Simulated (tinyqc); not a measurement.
# Worked calculation: reset of a mushroom phase-change cell, hemispherical electro-thermal model

Computed by the program tinyqc: `OMP_NUM_THREADS=1 python tinyqc.py 2490060 2490061 out.jsonl`, one thread of a shared Intel Xeon 2.30GHz, about 0.01 s for the whole run. Printed values are rounded.

Current spreads from a hemispherical contact of radius r0 into a large dome with constant rho and ka: j = I/(2 pi r^2). With s = r0/r the steady rise is T - T0 = c (b s - s^2), c = I^2 rho/(8 pi^2 ka r0^2). The heat lost through the heater, (T(r0) - T0)/Rh, fixes b = (2 + g)/(1 + g), g = 1/(2 pi ka r0 Rh).

Inputs (values chosen for the exercise); values of the order of Ge-Sb-Te and related chalcogenides:
- T0 = 300 K (ambient temperature)
- Tm = 897 K (melting point)
- r0 = 11 nm (radius of the heater contact)
- rho = 3 mohm cm (resistivity of the hot chalcogenide)
- ka = 1.28 W/(m K) (its thermal conductivity)
- Rh = 40 K/uW (thermal resistance of the path through the heater)
- I = 710 uA (reset current)

Range of the model: Constant properties, no latent heat, thermoelectric terms, boundary resistance or heating in the heater itself.

## Constants and melting current

The peak lies at s = b/2 with the rise c b^2/4; melting starts at the current where that equals Tm - T0, and the molten shell spans the roots of s^2 - b s + (Tm - T0)/c = 0 (s at most 1). Electrical resistance rho/(2 pi r0).

g = 0.2825905
b = 1.779672
resistance = 0.4340589 kohm
radius of the peak = 12.36183 nm
melting current = 554.3819 uA
power at that current = 133.4034 uW

## Temperature profile and molten shell

r, point 0 to 7 (nm): [11, 12.6, 14.9, 17.6, 22, 28.6, 38.5, 55]

As before.

c = 1236.667 K
T, point 0 to 7 (K): [1264.195, 1278.853, 1250.789, 1192.466, 1091.264, 963.5466, 827.8654, 690.7058]
peak T = 1279.203 K
inner radius of the melt = 11 nm
outer radius of the melt = 32.94348 nm

The melt reaches the contact. In this hemispherical model any closed shell already blocks the current after the quench.
